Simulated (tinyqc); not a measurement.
Finite square well with mass mismatch (envelope functions), step by step. Values are carried at full precision from step to step, so a last printed digit may differ when a step is redone from the rounded ones.

A square well of width L and depth V0, mass mw inside and mb outside, energies from the bottom of the well, c = hbar^2/2m0. k = sqrt(mw E/c), kappa = sqrt(mb (V0 - E)/c). psi and psi'/m are continuous at the walls (BenDaniel-Duke), so level n solves k L + 2 atan[(k/mw)/(kappa/mb)] = n pi.

Constants: hbar^2/2m0 = 3.80998211 eV angstrom^2.

Inputs chosen for the exercise (near those of a non-polar GaN well in AlN; not measured data): L = 71 angstrom (well width); V0 = 1.842 eV (barrier height); mw = 0.203 m0 (mass in the well); mb = 0.311 m0 (mass in the barrier); alpha_w = 0.19 1/eV (non-parabolicity in the well); alpha_b = 0.22 1/eV (non-parabolicity in the barrier).

## How many levels are bound

At E = V0 the arctangent equals pi/2, so level n is bound if k0 L > (n - 1) pi with k0 = sqrt(mw V0/c). Compare with the infinitely deep well, E1(hard) = c (pi/L)^2/mw.

k0 = 0.31328 1/angstrom
k0 L/pi = 7.0801
number of bound levels = 8
E1(hard) = 0.0367 eV

The count does not depend on mb. One more level binds at L = 80.2 angstrom.

## The lowest level by bisection

f(E) = k L + 2 atan[(k/mw)/(kappa/mb)] - pi rises with E. Twelve halvings of [0, V0]: keep the half in which f changes sign.

Bisection:
```
step  low (eV)  high (eV)  midpoint (eV)        k    kappa        f
1      0.00000    1.84200        0.92100  0.22152  0.27419  14.3689
2      0.00000    0.92100        0.46050  0.15664  0.33581   9.2207
3      0.00000    0.46050        0.23025  0.11076  0.36272   5.5976
4      0.00000    0.23025        0.11513  0.07832  0.37545   3.0378
5      0.00000    0.11513        0.05756  0.05538  0.38165   1.2279
6      0.00000    0.05756        0.02878  0.03916  0.38472  -0.0518
7      0.02878    0.05756        0.04317  0.04796  0.38319   0.6425
8      0.02878    0.04317        0.03598  0.04378  0.38396   0.3128
9      0.02878    0.03598        0.03238  0.04154  0.38434   0.1356
10     0.02878    0.03238        0.03058  0.04037  0.38453   0.0432
11     0.02878    0.03058        0.02968  0.03977  0.38462  -0.0039
12     0.02968    0.03058        0.03013  0.04007  0.38458   0.0197
```

After twelve halvings the bracket is V0/4096 = 0.450 meV wide.

## Bound levels

Solve the condition for each n (six at most). With A = cos(kL/2) for even and sin(kL/2) for odd levels, the probability in the barriers is Pb = (A^2/kappa)/(A^2/kappa + L/2 +/- sin(kL)/(2k)), + for even.

Levels:
```
n  parity  E (eV)  k (1/angstrom)  kappa (1/angstrom)      Pb
1    even  0.0298         0.03982             0.38462  0.0016
2     odd  0.1190         0.07964             0.37502  0.0065
3    even  0.2678         0.11945             0.35847  0.0146
4     odd  0.4758         0.15922             0.33395  0.0264
5    even  0.7423         0.19888             0.29960  0.0427
6     odd  1.0653         0.23825             0.25179  0.0670
```

The lowest level lies at 81 % of the infinite-well value and decays into the barrier over 1/kappa = 2.6 angstrom. Above about 0.5 eV (from level 5 on) a parabolic band is a rough model.

## Mass in the plane and density of states

To first order in the in-plane energy, 1/m_par = (1 - Pb)/mw + Pb/mb for each subband. Each adds a step D = m_par/(2 pi c) to the density of states per area (spin included, one valley); 1/angstrom^2 = 1e16/cm^2.

Subbands:
```
n  m_par (m0)  D (1e13/(eV cm^2))
1      0.2031               8.485
2      0.2035               8.499
3      0.2040               8.523
4      0.2049               8.558
5      0.2061               8.608
6      0.2078               8.682
```

## Levels with energy-dependent masses

Non-parabolic bands: mw is replaced by mw (1 + alpha_w E) and mb by mb (1 - alpha_b (V0 - E)), in k, kappa and the matching condition alike.

Solve the same condition with the energy-dependent masses, and list the shift from the parabolic levels that exist in both.

Levels:
```
n  E (eV)  mass inside  mass outside  shift (meV)
1  0.0310       0.2042        0.1871          1.2
2  0.1216       0.2077        0.1933          2.6
3  0.2659       0.2133        0.2032         -1.9
4  0.4558       0.2206        0.2162        -20.0
5  0.6828       0.2293        0.2317        -59.5
6  0.9389       0.2392        0.2492       -126.4
```

Level 1 moves by +1.2 meV and level 6 by -126.4 meV. The lighter mass deep in the barrier hardens the wall for low levels; the heavier mass in the well wins higher up.

## Checks

- Lowest level by finite differences (200 cells across the well) against the matching condition, eV: 0.0297 against 0.0298.

Run: tinyqc, `OMP_NUM_THREADS=1 python tinyqc.py 1280238 1280239 out.jsonl`; Intel(R) Xeon(R) Processor @ 2.30GHz, one thread, shared host; about 0.01 s of CPU time with all checks.
